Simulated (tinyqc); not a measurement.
Geometry optimisation on the B3LYP (VWN-RPA form)/sto-6g surface (energies and gradients from PySCF), for BeH+, spin multiplicity 1, step by step. Computed by tinyqc, a small Python program that keeps every step (integrals from PySCF). Settings: charge = 1, multiplicity = 1, basis = sto-6g, functional = b3lyp, optimiser = sd, first Hessian = 0.15, largest step = 0.5, iteration cap = 30. Command: `OMP_NUM_THREADS=1 python tinyqc.py 22333 22334 out.jsonl` (the two numbers bound the seeds that draw the settings). One thread of a shared host (Intel(R) Xeon(R) Processor @ 2.60GHz), about 10 s of CPU time with the checks.

## Step 1: energy and gradient

positions at the start (bohr):
```
,x,y,z
1Be,0.000000,0.000000,0.000000
2H,0.000000,0.000000,2.874273
```

Self-consistent energy and analytic gradient at these positions.

energy = -14.91253852 hartree

gradient (hartree/bohr):
```
,x,y,z
1Be,0.00000000,0.00000000,-0.04454007
2H,0.00000000,0.00000000,0.04453968
```

## Step 1: move

Steepest descent, p = -g / 0.15; steps longer than 0.5 bohr are cut back.

positions after step 1 (bohr):
```
,x,y,z
1Be,0.000000,0.000000,0.296934
2H,0.000000,0.000000,2.577342
```

## Step 2: energy and gradient

As before.

energy = -14.91441799 hartree

gradient (hartree/bohr):
```
,x,y,z
1Be,0.00000000,0.00000000,0.06023923
2H,0.00000000,0.00000000,-0.06023901
```

## Step 2: move

Steepest descent, p = -g / 0.15; steps longer than 0.5 bohr are cut back (factor 0.880 here).

positions after step 2 (bohr):
```
,x,y,z
1Be,0.000000,0.000000,-0.056620
2H,0.000000,0.000000,2.930895
```

## Convergence

Stop when the largest gradient component is below 3e-5 hartree/bohr.

Course of the optimisation:
```
step,E (hartree),largest gradient (hartree/bohr)
1,-14.91253852,4.45e-02
2,-14.91441799,6.02e-02
3,-14.90700887,5.27e-02
4,-14.91467058,5.89e-02
5,-14.90678485,5.30e-02
6,-14.91471566,5.87e-02
7,-14.90674422,5.30e-02
8,-14.91472405,5.86e-02
9,-14.90673664,5.30e-02
10,-14.91472562,5.86e-02
11,-14.90673522,5.30e-02
12,-14.91472591,5.86e-02
13,-14.90673495,5.30e-02
14,-14.91472597,5.86e-02
15,-14.90673490,5.30e-02
16,-14.91472598,5.86e-02
17,-14.90673489,5.30e-02
18,-14.91472598,5.86e-02
19,-14.90673489,5.30e-02
20,-14.91472598,5.86e-02
21,-14.90673489,5.30e-02
22,-14.91472598,5.86e-02
23,-14.90673489,5.30e-02
24,-14.91472598,5.86e-02
25,-14.90673489,5.30e-02
26,-14.91472598,5.86e-02
27,-14.90673489,5.30e-02
28,-14.91472598,5.86e-02
29,-14.90673489,5.30e-02
30,-14.91472598,5.86e-02
```

Distances after the last move, whose energy is not in the table (angstrom):
```
pair,distance
2H-1Be,1.583667
```

Not converged within 30 steps: the energy rises at some steps, so steps overshoot. Reruns: method bfgs, first Hessian 0.6, largest step 0.3: converged in 6 (E = -14.92125).
